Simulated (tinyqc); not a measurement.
Comparisons within one model: zigzag graphene nanoribbon in tight binding. A value that a table varies takes the place of the one given here.

A zigzag ribbon of N chains, sites A1, B1, A2, ..., BN across it. For each k it is a chain with bonds -2t cos(k/2) (A_n to B_n) and -t (B_n to A_(n+1)), and +D, -D on A and B. A1 and BN are the edge sites; the Dirac points project to k = 2 pi/3.

Inputs chosen for the exercise (near those used for graphene; the results hold for these values, not for the real material):
- t = 2.61 eV (hopping)
- D = 0 eV (sublattice potential, +D on A and -D on B)
- Nw = 7 (chains, N of this table)
- k = 2.42 (k times the period sqrt3 acc)
- N = 3 (zigzag chains)

## The flat edge band

A ribbon of N = Nw chains: lowest positive level, next level, and weight on the two edge sites per state of the middle pair, along k.

Along k:

| k/pi | 2 cos(k/2) | lowest level (eV) | next (eV) | edge weight |
|---|---|---|---|---|
| 0.50 | 1.4142 | 1.46222 | 2.3559 | 0.137 |
| 0.60 | 1.1756 | 0.91065 | 1.8883 | 0.190 |
| 0.65 | 1.0450 | 0.63415 | 1.6756 | 0.240 |
| 0.70 | 0.9080 | 0.37971 | 1.5081 | 0.324 |
| 0.75 | 0.7654 | 0.17719 | 1.4259 | 0.455 |
| 0.80 | 0.6180 | 0.05582 | 1.4708 | 0.623 |
| 0.85 | 0.4669 | 0.00987 | 1.6482 | 0.782 |
| 0.90 | 0.3129 | 0.00069 | 1.9214 | 0.902 |
| 0.95 | 0.1569 | 0.00001 | 2.2504 | 0.975 |
| 1.00 | 0.0000 | 0.00000 | 2.6100 | 1.000 |

What does this show, and why?

Beyond k = 2 pi/3 the lowest level sinks towards zero: it is within 1 meV of that from k/pi = 0.90 on. The edge weight grows from 0.32 at 0.70 to 1 at pi, where the chain breaks into dimers and the next level is sqrt(t^2 + D^2) = 2.6100 eV. So flat a band is sensitive to interactions, which this model leaves out; they matter once they exceed the splitting of the middle pair (2D, or for D = 0 only the small overlap of the two edges).

## Lowest level against width

D = 0; lowest positive level at the given k, and the estimate t x^N (1 - x^2), x = 2 cos(k/2) (a dash if x >= 1).

Level (eV):

| N | matrix | estimate |
|---|---|---|
| 2 | 0.9531 | 0.6525 |
| 3 | 0.5723 | 0.4607 |
| 4 | 0.3689 | 0.3253 |
| 5 | 0.2471 | 0.2296 |
| 6 | 0.1692 | 0.1621 |
| 8 | 0.08195 | 0.08083 |
| 10 | 0.04047 | 0.04029 |
| 14 | 0.01002 | 0.01001 |

What can be read from the table?

With x = 0.7060 < 1 the level falls exponentially: from N = 10 to 14 by a factor 0.248, against x^4 = 0.248.

## What each parameter does

The two lowest positive levels at k and the weight on the two edge sites per state of the middle pair. Each row changes one parameter from the base and keeps the others.

Results:

| case | lowest (eV) | next (eV) | edge weight |
|---|---|---|---|
| base | 0.5723 | 2.7320 | 0.6652 |
| t = 2.74 eV | 0.6008 | 2.8681 | 0.6652 |
| N = 4 | 0.3689 | 2.1978 | 0.5970 |
| D = 0.1 eV | 0.5809 | 2.7338 | 0.6652 |
| k = 2.32 | 0.7452 | 2.8805 | 0.6199 |

What does this show?

The largest shifts from the base row, up to three for each result and ties (the steps differ in size, so this ranks the rows, not the parameters). lowest (eV): N -0.2033, k +0.1729, t +0.0285. next (eV): N -0.5342, k +0.1485, t +0.1361. edge weight: N -0.0682, k -0.0452; unchanged at the printed digits by t and D.

(tinyqc, `OMP_NUM_THREADS=1 python tinyqc.py 1452240 1452241 out.jsonl`, Intel(R) Xeon(R) Processor @ 2.30GHz, 1 thread, shared host, about 0.01 s.)
